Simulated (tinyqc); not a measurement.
From results back to parameters: free and nearly free electrons in a metal. Five cases, with inputs chosen for the exercise.

Problem. A free-electron metal with 4 atoms in the cubic cell and z electrons an atom has EF = c kF^2/m, (hbar omega_p)^2 = 8 pi c (e^2/(4 pi eps0)) n/m and kF = (3 pi^2 n)^(1/3), c = hbar^2/2m0.

Constants: hbar^2/2m0 = 3.80998211 eV angstrom^2; e^2/(4 pi eps0) = 14.39964547 eV angstrom.

Find: kF; m; z.

Method. (hbar omega_p)^2/EF = (8/(3 pi)) (e^2/(4 pi eps0)) kF gives kF; EF then gives m, and n = kF^3/(3 pi^2) gives z.

Case 1.

Values chosen (out of a larger set: near those of Ca; not measured data): a = 5.624 angstrom (fcc lattice constant).

EF = 4.61147 eV
hbar omega_p = 7.87471 eV

Solution.

kF = 1.1002 1/angstrom
m = 1.00 m0
z = 2.00

Case 2.

Values chosen (out of a larger set: near those of Au, whose d bands this model ignores; not measured data): a = 4.066 angstrom (fcc lattice constant).

EF = 5.55788 eV
hbar omega_p = 9.05808 eV

Solution.

kF = 1.2078 1/angstrom
m = 1.00 m0
z = 1.00

Case 3.

Values chosen (out of a larger set: near those of Al; not measured data): a = 4.016 angstrom (fcc lattice constant).

EF = 11.85051 eV
hbar omega_p = 15.98297 eV

Solution.

kF = 1.7636 1/angstrom
m = 1.00 m0
z = 3.00

Case 4.

Values chosen (out of a larger set: near those of Ag, whose d bands this model ignores; not measured data): a = 4.094 angstrom (fcc lattice constant).

EF = 5.48211 eV
hbar omega_p = 8.96531 eV

Solution.

kF = 1.1995 1/angstrom
m = 1.00 m0
z = 1.00

Case 5.

Values chosen (out of a larger set: near those of Cu, whose d bands this model ignores; not measured data): a = 3.604 angstrom (fcc lattice constant).

EF = 7.07415 eV
hbar omega_p = 10.85451 eV

Solution.

kF = 1.3626 1/angstrom
m = 1.00 m0
z = 1.00

Computed by tinyqc, one run a case: `OMP_NUM_THREADS=1 python tinyqc.py N N+1 out.jsonl` with N = 1651426, 1651430, 1651471, 1651481, 1651527; one thread of a shared Intel(R) Xeon(R) Processor @ 2.30GHz, about 0.01 s a run at most.
